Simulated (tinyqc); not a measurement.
Grain-boundary diffusion: Harrison regimes, Fisher and Le Claire analysis, Hart average. From Le Claire depth y_L back to boundary activation energy E_b. Computed by tinyqc, a small Python program. Command: `OMP_NUM_THREADS=1 python tinyqc.py 3026224 3026225 out.jsonl gbdiff inv`. One thread of a shared host (Intel(R) Xeon(R) Processor @ 2.30GHz), about 0.01 s of CPU time with the checks.

A boundary is a slab of width delta with diffusivity D_b, normal to a surface held at constant concentration; it leaks into grains of diffusivity D.

Inputs (values chosen for the exercise, for a model polycrystal):
```
quantity                       value   unit
lattice prefactor D0         4.5e-05  m^2/s
lattice activation energy E     4.46     eV
boundary prefactor D0b       2.4e-05  m^2/s
boundary width delta            0.88     nm
segregation factor s               1      -
temperature T                   1620      K
time t                           320      s
```

Constants: k_B = 8.617333262e-05 eV/K.

Method:
- D = D0 exp(-E/(k_B T)), D_b = D0b exp(-E_b/(k_B T)).
- Triple product P = s delta D_b.
- Fisher: the mean concentration falls as exp(-y/y_F), y_F = sqrt(P) (pi t/(4 D))^(1/4), with the boundary equation P d2c/dy2 = 2 c sqrt(D/(pi t)). Le Claire (from the Whipple solution): ln c falls as -(y/y_L)^(6/5) with P = 1.322 sqrt(D/t) y_L^2.

Task: A run gave the result below. Find the boundary activation energy E_b, known to lie between 1.7 and 3.1 eV.

Le Claire depth y_L = 10.69973 um

Result:

Each step takes the trial c = (a f_b - b f_a)/(f_b - f_a), f being the result less the target and a, b, c the logarithms of the listed values; c replaces end b, the old b replaces a if the sign of f changed, and otherwise f_a is halved.

Scan of the range:
```
boundary activation energy E_b (eV)  Le Claire depth y_L (um)
1.70                                                  43.5636
1.88                                                  22.8632
2.08                                                  11.1696
2.30                                                   5.0796
2.54                                                   2.1504
2.80                                                   0.8474
3.10                                                   0.2894
```

False position (Illinois rule, in the logarithm of the input) inside the bracket:
```
step    end a    end b    trial  Le Claire depth y_L (um)
1     2.08000  2.30000  2.09620                   10.5400
2     2.08000  2.09620  2.08963                   10.7910
3     2.09620  2.08963  2.09202                   10.6991
4     2.08963  2.09202  2.09200                   10.6997
5     2.08963  2.09200  2.09200                   10.6997
6     2.09200  2.09200  2.09200                   10.6997
```

Le Claire depth y_L falls at every point of a 13-point scan of the range (every second point is shown), so one value fits; it is bracketed by 2.08 and 2.30. Answer: boundary activation energy E_b = 2.092 eV.
